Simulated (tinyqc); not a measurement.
Worked calculation: Kronig-Penney superlattice by transfer matrices. Values are carried at full precision from step to step, so a last printed digit may differ when a step is redone from the rounded ones.

Wells (width a, potential 0, mass mw) alternate with barriers (width b, height V0, mass mb); period d = a + b; c = hbar^2/2m0. The vector (psi, psi'/m) is continuous, and a layer of thickness t carries it by M = [[cos kt, (m/k) sin kt], [-(k/m) sin kt, cos kt]] with k = sqrt(m (E - V)/c); for E < V, k = i kappa gives [[cosh, (m/kappa) sinh], [(kappa/m) sinh, cosh]] of kappa t. A Bloch state obeys cos(q d) = tr(Mb Mw)/2.

Constants: hbar^2/2m0 = 3.80998211 eV angstrom^2; hbar = 6.58211957e-16 eV s.

Values chosen for the exercise (near those of an InGaAs superlattice with barriers of InAlAs; shifted at random, so the results belong to these values and not to a real crystal): a = 68 angstrom (well width); b = 14 angstrom (barrier width); V0 = 0.52 eV (barrier height); mw = 0.0407 m0 (mass in the wells); mb = 0.0751 m0 (mass in the barriers); E = 0.1085 eV (trial energy); F = 10 kV/cm (field along the axis).

## Layer matrices at one energy

Form the matrix of the well and of the barrier at E.

k in the well = 0.03404 1/angstrom
kappa in the barrier = 0.09006 1/angstrom

Mw (angstrom units):
```
[[-0.67742, 0.87939],
 [-0.61531, -0.67742]]
```

Mb (angstrom units):
```
[[1.9060, 1.3530],
 [1.9458, 1.9060]]
```

## The matrix of one period

Multiply M = Mb Mw and take half the trace. If its size is at most 1, E lies in a miniband and q d = arccos(tr M/2); otherwise the state decays by exp(-arccosh|tr M/2|) a period.

M:
```
[[-2.1236, 0.75954],
 [-2.4909, 0.42001]]
```

tr M/2 = -0.8518
q d in a band, or the decay exponent in a gap = 2.590

E lies in a miniband; det M = 1.0000, as for any such product.

## Miniband edges

The edges are the energies where tr M/2 = +1 (q = 0) or -1 (q = pi/d); the first three minibands.

Minibands:
```
band  bottom (eV)  top (eV)  width (meV)
1          0.0608    0.1146         53.7
2          0.2815    0.4698        188.3
3          0.7129    1.0895        376.6
```

2 minibands of these lie wholly below V0. The first gap is 166.9 meV wide; the single well of width a has E1 = 0.0856 eV, inside the first miniband.

## Dispersion along the axis

Solve tr M/2 = cos(q d) inside each miniband at q d/pi = 0, 1/6, ..., 1. The cosine form is E_bottom + (W/2)(1 - cos q d) with the true width W.

Energies (eV):
```
q d/pi  band 1  cosine form  band 2
0.000   0.0608       0.0608  0.4698
0.167   0.0634       0.0644  0.4508
0.333   0.0708       0.0743  0.4091
0.500   0.0823       0.0877  0.3632
0.667   0.0963       0.1011  0.3223
0.833   0.1091       0.1110  0.2927
1.000   0.1146       0.1146  0.2815
```

The cosine form, which holds for hopping between neighbouring wells alone, misses band 1 by at most 5.4 meV, 10 % of its width.

## Mass along the axis

With f(E) = tr M/2, 1 - (q d)^2/2 = 1 + f'(E_bottom)(E - E_bottom) gives m_z = -2 c f'/d^2 (f' by a central difference of 1e-6 eV at the bottom of band 1). The cosine form gives 4 c/(W d^2), W the width of band 1 between tr M/2 = +1 and -1.

f' = -53.76 1/eV
m_z = 0.06092 m0
m_z of the cosine form = 0.04217 m0
W = 53.74 meV

The mass along the axis is 1.50 times mw.

## In a field along the axis

One-band picture: ladder spacing e F d, Bloch frequency e F d/(2 pi hbar), and extent W/(e F) of a Stark state, with W the width of band 1; 1 kV/cm = 1e-5 V/angstrom.

e F d = 8.200 meV
Bloch frequency = 1.983 THz
W/(e F d) = 6.55 periods

The state spreads over about 7 periods.

## Checks

- Bottom of band 1 from 121 plane waves (the mass step taken by inverting the matrix of m) against the transfer matrix, eV: both 0.0608.

Run: tinyqc, `OMP_NUM_THREADS=1 python tinyqc.py 1250997 1250998 out.jsonl`; Intel(R) Xeon(R) Processor @ 2.30GHz, one thread, shared host; about 0.05 s of CPU time with all checks.
